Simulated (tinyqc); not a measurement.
Thin (001) film in sp3s* tight binding with raised dangling bonds: one step. Levels of the small film. Three cases, with inputs chosen for the exercise.

Problem. Diagonalise both blocks.

Case 1.

s, pz, s* block (eV), lower triangle:
```
          sa1       za1      *a1       sc2       zc2      *c2       sa3       za3      *a3      sc4      zc4
sa1  -2.49302
za1  -5.00000   5.98998
*a1         0         0  7.48598
sc2  -3.35200  -2.74350        0  -1.16602
zc2   2.57900   0.94300  2.27700         0   3.59298
*c2         0  -2.51800        0         0         0  6.74398
sa3         0         0        0  -3.35200  -2.57900        0  -7.49302
za3         0         0        0   2.74350   0.94300  2.51800         0   0.98998
*a3         0         0        0         0  -2.27700        0         0         0  7.48598
sc4         0         0        0         0         0        0  -3.35200  -2.74350        0  3.83398
zc4         0         0        0         0         0        0   2.57900   0.94300  2.27700  5.00000  8.59298
*c4         0         0        0         0         0        0         0  -2.51800        0        0        0

         *c4
*c4  6.74398
```

u, v block (eV), lower triangle:
```
         ua1       va1       uc2      vc2      ua3       va3      uc4       vc4
ua1  0.98998
va1        0  10.98998
uc2  3.11300         0   3.59298
vc2        0  -1.22700         0  3.59298
ua3        0         0  -1.22700        0  0.98998
va3        0         0         0  3.11300        0   0.98998
uc4        0         0         0        0  3.11300         0  3.59298
vc4        0         0         0        0        0  -1.22700        0  13.59298
```

Case 2.

s, pz, s* block (eV), lower triangle:
```
          sa1       za1      *a1       sc2       zc2      *c2       sa3       za3      *a3      sc4      zc4
sa1  -2.49851
za1  -5.00000   5.99849
*a1         0         0  7.49549
sc2  -3.35200  -2.74500        0  -1.15251
zc2   2.56600   0.94500  2.26800         0   3.57749
*c2         0  -2.51150        0         0         0  6.72349
sa3         0         0        0  -3.35200  -2.56600        0  -7.49851
za3         0         0        0   2.74500   0.94500  2.51150         0   0.99849
*a3         0         0        0         0  -2.26800        0         0         0  7.49549
sc4         0         0        0         0         0        0  -3.35200  -2.74500        0  3.84749
zc4         0         0        0         0         0        0   2.56600   0.94500  2.26800  5.00000  8.57749
*c4         0         0        0         0         0        0         0  -2.51150        0        0        0

         *c4
*c4  6.72349
```

u, v block (eV), lower triangle:
```
         ua1       va1       uc2      vc2      ua3       va3      uc4       vc4
ua1  0.99849
va1        0  10.99849
uc2  3.09100         0   3.57749
vc2        0  -1.20100         0  3.57749
ua3        0         0  -1.20100        0  0.99849
va3        0         0         0  3.09100        0   0.99849
uc4        0         0         0        0  3.09100         0  3.57749
vc4        0         0         0        0        0  -1.20100        0  13.57749
```

Case 3.

s, pz, s* block (eV), lower triangle:
```
          sa1       za1      *a1       sc2       zc2      *c2       sa3       za3      *a3      sc4      zc4
sa1   0.81800
za1  -5.00000   6.72400
*a1         0         0  6.72500
sc2  -4.15400  -2.85150        0  -4.18200
zc2   2.85150   0.86200  2.68750         0   1.72400
*c2         0  -2.68750        0         0         0  6.72500
sa3         0         0        0  -4.15400  -2.85150        0  -4.18200
za3         0         0        0   2.85150   0.86200  2.68750         0   1.72400
*a3         0         0        0         0  -2.68750        0         0         0  6.72500
sc4         0         0        0         0         0        0  -4.15400  -2.85150        0  0.81800
zc4         0         0        0         0         0        0   2.85150   0.86200  2.68750  5.00000  6.72400
*c4         0         0        0         0         0        0         0  -2.68750        0        0        0

         *c4
*c4  6.72500
```

u, v block (eV), lower triangle:
```
         ua1       va1       uc2      vc2      ua3       va3      uc4       vc4
ua1  1.72400
va1        0  11.72400
uc2  3.14300         0   1.72400
vc2        0  -1.41900         0  1.72400
ua3        0         0  -1.41900        0  1.72400
va3        0         0         0  3.14300        0   1.72400
uc4        0         0         0        0  3.14300         0  1.72400
vc4        0         0         0        0        0  -1.41900        0  11.72400
```

Give: levels of the s, pz, s* block; levels of the u, v block.

Solution.

Case 1.

levels of the s, pz, s* block (eV): -10.946  -8.056  -3.391  2.922  3.045  3.352  5.622  7.178  8.030  9.269  10.590  12.694

levels of the u, v block (eV): -1.712  -1.191  -0.580  5.163  5.422  6.295  11.214  13.721

No level lies between 0 and the bulk edge 2.262 eV; confinement has widened the gap at zero in-plane momentum to 3.501 eV.

Case 2.

levels of the s, pz, s* block (eV): -10.941  -8.049  -3.385  2.919  3.054  3.352  5.615  7.186  8.018  9.260  10.578  12.680

levels of the u, v block (eV): -1.677  -1.165  -0.568  5.144  5.405  6.253  11.212  13.701

No level lies between 0 and the bulk edge 2.264 eV; confinement has widened the gap at zero in-plane momentum to 3.487 eV.

Case 3.

levels of the s, pz, s* block (eV): -11.288  -8.085  -3.578  2.048  2.279  3.853  5.923  6.217  8.259  8.747  11.141  11.552

levels of the u, v block (eV): -2.208  -1.570  -0.789  4.237  4.585  5.656  11.875  12.006

No level lies between 0 and the bulk edge 1.181 eV; confinement has widened the gap at zero in-plane momentum to 2.837 eV.

Computed by tinyqc, one run a case: `OMP_NUM_THREADS=1 python tinyqc.py N N+1 out.jsonl` with N = 1480056, 1480178, 1480243; one thread of a shared Intel(R) Xeon(R) Processor @ 2.30GHz, about 0.6 s a run at most.
